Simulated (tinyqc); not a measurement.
Radius from the resistance.

Question. Two half-spaces of a free-electron metal (one valley, spin 2) meet through a circular opening of radius a in an insulating sheet. kF = (3 pi^2 n)^(1/3), resistivity rho = hbar kF/(n q^2 l). Maxwell: RM = rho/(2 a); Sharvin: RS = 4 rho l/(3 pi a^2); interpolation R = RS + gamma RM, gamma = (1 + 0.83 K)/(1 + 1.33 K), K = l/a. Find a.

Inputs (values chosen for the exercise):
- n = 3.7e22 cm^-3 (free-electron density)
- l = 16 nm (mean free path)

Constants: q = 1.602176634e-19 C, hbar = 1.054571817e-34 J s. Results are converted to the units shown.

R = 11.556490 ohm

Solution. R falls steadily as a grows, so there is one root, found by bisection.

a = 7.70 nm
K = 2.08

Numbers from tinyqc (`OMP_NUM_THREADS=1 python tinyqc.py 2760123 2760124 out.jsonl`; about 0.01 s on one thread of a shared Intel Xeon 2.30GHz).
